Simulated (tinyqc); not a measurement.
CMOS latch-up, two-transistor model: effect of the well resistance shunting the pnp.

A parasitic pnp (emitter at Vdd, base shunted by Rw) and npn (emitter at ground, base shunted by Rs) feed each other: the npn collector current flows out of the pnp base node, the pnp collector current into the npn base node. Forward-active transistors with constant gains: Icn = Isn exp(Vn/Vt), Icp = Isp (exp(Vp/Vt) - 1). A current Ii is injected into the npn base node.

Node equations: Vp/Rw + Icp/bp = Icn and Vn/Rs + Icn/bn = Icp + Ii. Loop gain G = gn gp/[(1/Rw + gp/bp)(1/Rs + gn/bn)], gn = Icn/Vt, gp = (Icp + Isp)/Vt; the off state ends where G = 1, and Ii there is the trigger current. On state with both base-emitter voltages at Von: npn base current Ib = (Von/Rs + bp Von/Rw)/(bn bp - 1), holding current Ih = (bn + 1) Ib + Von/Rs, holding voltage Vh = Vsat + Von + R2 (Ib + Von/Rs).

Values chosen for this exercise; values close to those of bulk CMOS: temperature T = 300 K; current gain of the npn bn = 11.6; current gain of the pnp bp = 5.4; saturation current of the npn at T Isn = 9.8e-16 A; saturation current of the pnp at T Isp = 9e-16 A; substrate resistance shunting the npn Rs = 1100 ohm; resistance from the pnp collector to the npn base R2 = 41 ohm; base-emitter voltage in the on state Von = 0.76 V; saturation voltage Vsat = 0.17 V; supply voltage Vdd = 1.2 V.

Constants: q = 1.602176634e-19 C, kB = 1.380649e-23 J/K, Vt = kB T/q. Results are converted to the units shown.

Effect of the well resistance shunting the pnp:
```
Rw (ohm),Vn at trigger (V),trigger current (mA),Ih (mA),Vh (V)
45,0.7835,1.888,19.47,1.019
87,0.7658,1.288,10.47,0.9902
170,0.7478,0.9736,5.767,0.9748
320,0.7308,0.8160,3.454,0.9673
630,0.7127,0.7224,2.164,0.9631
1200,0.6955,0.6700,1.531,0.9611
2300,0.6783,0.6354,1.197,0.9600
4500,0.6607,0.6095,1.019,0.9594
```

As Rw goes from 45 to 4500 ohm, the trigger current falls from 1.89 to 0.610 mA, Ih falls from 19.5 to 1.02 mA and Vh falls from 1.02 to 0.959 V. Vh exceeds the supply Vdd = 1.2 V, which then cannot sustain a latched state, in 0 of the 8 rows. For Rw = 45, 87 Vn at the trigger exceeds the fixed Von of the on-state formulas, so Ih and Vh are too low there.

Program tinyqc, `OMP_NUM_THREADS=1 python tinyqc.py 2670058 2670059 out.jsonl`; Intel Xeon 2.30GHz, shared host, one thread, about 0.04 s.
